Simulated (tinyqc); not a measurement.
## Junction parameters from two forward currents

Inverse problem. D(v) = J1 (exp(v/Vt) - 1) + J2 (exp(v/(2 Vt)) - 1). Find J1, J2 and the voltage 2 Vt ln(J2/J1) near which both parts are equal.

Inputs (values chosen for the exercise):
```
symbol,value,unit,meaning
T,330,K,temperature
```

Constants: q = 1.602176634e-19 C, kB = 1.380649e-23 J/K, Vt = kB T/q. Results are converted to the units shown.

junction voltages (V): 0.35  0.66
currents (uA/um): 6.1484885e-6  0.0038267547

Solution. The current is linear in J1 and J2, so two points give two equations.

J1 = 2.000e-13 uA/um
J2 = 1.300e-8 uA/um
crossover = 0.6303 V

Computed by the program tinyqc: `OMP_NUM_THREADS=1 python tinyqc.py 2182214 2182215 out.jsonl`, one thread of a shared Intel Xeon 2.30GHz, about 0.2 s for the whole run.
